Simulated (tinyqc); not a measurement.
Worked calculation: two-dimensional dopant profile at a mask edge: lateral junction, overlap and effective channel length. Computed by tinyqc, a small Python program that keeps every step. Command: `OMP_NUM_THREADS=1 python tinyqc.py 3006948 3006949 out.jsonl lateral walk`. One thread of a shared host (Intel(R) Xeon(R) Processor @ 2.30GHz), about 0.01 s of CPU time with the checks. Intermediate numbers are printed to about 6 digits and carried at full precision; extremes and crossings named in words are read from the listed rows.

Ions enter for y < 0; the mask (spacer, then gate) covers y > 0. x is the depth. The surface reflects dopant during the anneal.

Inputs (values chosen for the exercise, modelled on a source-drain extension in silicon):
```
quantity               value    unit
dose Q               5.8e+14  1/cm^2
projected range R_p      7.8      nm
vertical straggle        3.7      nm
lateral straggle           2      nm
anneal budget D t    2.4e-13    cm^2
channel doping C_B   5.7e+17  1/cm^3
gate length L_g           74      nm
offset spacer            1.6      nm
oxide thickness          3.4      nm
```

Constants: eps_0 = 8.8541878128e-12 F/m.

## Widths and vertical profile

Widths s_x^2 = (vertical straggle)^2 + 2 D t, s_y^2 = (lateral straggle)^2 + 2 D t. C(x, y) = V(x) (1/2) erfc(y/(sqrt2 s_y)), V(x) = Q/(sqrt(2 pi) s_x) [exp(-(x - R_p)^2/(2 s_x^2)) + exp(-(x + R_p)^2/(2 s_x^2))]; 1 nm = 1e-7 cm. The vertical junction far from the mask solves V(x) = C_B.

s_x = 7.85430 nm

s_y = 7.21110 nm

V at the surface = 3.59837e+20 1/cm^3

V at R_p = 3.35582e+20 1/cm^3

vertical junction x_j = 35.5644 nm

## Lateral junction at the surface

The lateral junction at depth x solves C = C_B: y_j(x) = sqrt2 s_y erfc^-1(2 C_B/V(x)). Overlap under the gate = y_j(0) - spacer; metallurgical channel L_met = L_g - 2 overlap (tails from the two sides are not added). Abruptness at y_j(0) in nm per decade = ln(10) s_y sqrt(pi/2) exp(u^2) erfc(u), u = y_j/(sqrt2 s_y). Overlap capacitance per width = 3.9 eps_0 overlap/t_ox (zero if there is no overlap).

lateral junction y_j(0) = 21.2795 nm

ratio y_j(0)/x_j = 0.598338

overlap = 19.6795 nm

metallurgical channel L_met = 34.6410 nm

lateral abruptness = 5.12865 nm/decade

overlap capacitance = 0.199871 fF/um

The two overlaps take 53 % of the gate length.

## Junction contour

The lateral junction at depth x solves C = C_B: y_j(x) = sqrt2 s_y erfc^-1(2 C_B/V(x)). Depths are 0, 0.15, 0.3, 0.45, 0.6, 0.75, 0.9 and 0.97 of x_j.

Contour:
```
x/x_j   x (nm)   V (1/cm^3)  y_j (nm)
0.00    0.0000  3.59837e+20   21.2795
0.15    5.3347  3.53210e+20   21.2381
0.30   10.6693  2.94139e+20   20.8264
0.45   16.0040  1.73717e+20   19.6017
0.60   21.3386  6.69891e+19   17.2080
0.75   26.6733  1.64408e+19   13.0968
0.90   32.0079  2.55019e+18    5.4832
0.97   34.4974  9.12908e+17   -2.2859
```

The contour reaches furthest, 21.28 nm, at x/x_j = 0 among these rows, at the surface. It crosses the mask edge where V = 2 C_B.

## What the anneal budget does

x_j solves V(x) = C_B. Budgets are multiples of the given D t (at 0 the mirror term is kept, which overstates V(0) as implanted); those with V(0) not above 2.5 C_B are left out.

Junctions (nm):
```
multiple      s_x      s_y      x_j   y_j(0)   y_j/x_j     L_met
0.0        3.7000   2.0000  21.6446   5.2703  0.243495   66.6593
0.1        4.3000   2.9665  23.7160   8.2374  0.347335   60.7252
0.3        5.3000   4.2895  27.1157  12.3955  0.457133   52.4090
1.0        7.8543   7.2111  35.5644  21.2795  0.598338   34.6410
2.0       10.4733  10.0000  43.9652  29.2863  0.666126   18.6274
4.0       14.3419  14.0000  56.0526  40.1893  0.716993   -3.1786
8.0       19.9422  19.6977  73.1611  54.9177  0.750640  -32.6353
16.0      27.9587  27.7849  97.2011  74.7213  0.768728  -72.2425
```

The ratio y_j/x_j goes from 0.24 to 0.77: as implanted, x_j includes R_p and y_j only the lateral straggle; after long diffusion both scale roughly with sqrt(D t) as long as V(0) stays far above C_B, and the ratio stays below 1 because the edge starts from half the concentration and an erfc falls faster than the Gaussian. L_met is negative in the rows beyond a multiple of 2: source and drain merge.

Checks made by the program: lateral profile against the convolution of a step with a Gaussian (relative difference 1e-10).
